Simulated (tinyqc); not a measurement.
Strained quantum well: band edges, subbands and transparency, step by step. Values are carried at full precision from step to step, so a last printed digit may differ when a step is redone from the rounded ones.

Growth on (001), barriers unstrained: tr(e) = e (2 - nu2), Z = b e (1 + nu2); Ec = Ev + Eg + ac tr(e), E_HH = Ev + av tr(e) + Z, E_LH = Ev + av tr(e) - Z (coupling to the split-off band left out).

Constants: hbar^2/2m0 = 3.80998211 eV angstrom^2; hc = 1239.841984 eV nm; kB = 8.617333262e-05 eV/K.

Parameters, chosen for this exercise (near those of an InGaAs/InP well; shifted at random, so the results belong to these values and not to a real crystal): e = -0.0051 (strain in the plane); nu2 = 1.01 (2 C12/C11); Eg = 0.641 eV (unstrained gap of the well); Ev = -0.581 eV (its valence edge); ac = -5.9 eV; av = 1.06 eV (Ev moves by av tr(e)); b = -1.88 eV (shear potential); Egb = 1.353 eV (gap of the barrier); Evb = -0.94 eV (its valence edge); L = 88 angstrom (well width); me = 0.0398 m0 (electron mass); g1 = 14.92 (gamma1); g2 = 5.99 (gamma2); meb = 0.08 m0; g1b = 5.08; g2b = 1.6; T = 350 K (temperature); Br = 2.2 x 1e-4 cm^2/s (two-dimensional radiative coefficient).

## Strained band edges and offsets

Give tr(e), Z, the edges Ec, E_HH, E_LH and the well depths against the barrier.

tr(e) = -0.00505
Z = 0.0193 eV

Ec, E_HH, E_LH (eV): 0.0898  -0.5671  -0.6056

depths for e, HH, LH (eV): 0.3232  0.3729  0.3344

The well is under compression, which puts HH on top, by 39 meV; the gap becomes 0.6569 eV, +16 meV from the unstrained one.

## Subband edges

Masses along z: me, 1/(g1 - 2 g2) for HH, 1/(g1 + 2 g2) for LH, likewise in the barrier; in the plane me, 1/(g1 + g2) for HH and 1/(g1 - g2) for LH (no mixing, which understates the hole masses away from k = 0). Level n solves k L + 2 atan[(k/m)/(kappa/mb)] = n pi, k = sqrt(m E/c), kappa = sqrt(mb (V - E)/c), c = hbar^2/2m0.

Up to three electron, four HH and two LH levels, on the common energy scale, with their masses in the plane.

Subbands:
```
level   E (eV)  m in the plane
e1      0.1411          0.0398
e2      0.2982          0.0398
hh1    -0.5778          0.0478
hh2    -0.6098          0.0478
lh1    -0.6525          0.1120
hh3    -0.6633          0.0478
hh4    -0.7376          0.0478
lh2    -0.8132          0.1120
```

lowest transition = 0.7189 eV
wavelength hc/E = 1724.7 nm

The top hole level is hh1, so the edge is mainly TE polarised; hh2 lies 32 meV lower.

## Transparency density

Transparency (Bernard-Duraffourg): Fc - Fv equals the lowest transition energy with n = p, n = sum m/(2 pi c) kB T ln(1 + exp((Fc - E)/kB T)) and p likewise over the listed subbands; c = hbar^2/2m0, 1/angstrom^2 = 1e16/cm^2.

Solve for u = (Fc - e1)/kB T; give n_tr, the share of holes in the top subband and the current e Br n_tr^2 (e = 1.602177e-19 C).

u = 0.501
n_tr = 0.493 x 1e12/cm^2
share = 0.579
current density = 8.6 A/cm^2

For mirror-image bands u = 0 and n_tr = me kB T ln2/(2 pi c) = 0.348 x 1e12/cm^2; the heavier or more numerous hole states raise it by a factor 1.42.

## Checks

- Transparency for equal single subbands against m kB T ln2/(2 pi c): both 0.3743.

(tinyqc, `OMP_NUM_THREADS=1 python tinyqc.py 1281458 1281459 out.jsonl`, Intel(R) Xeon(R) Processor @ 2.30GHz, 1 thread, shared host, about 0.03 s.)
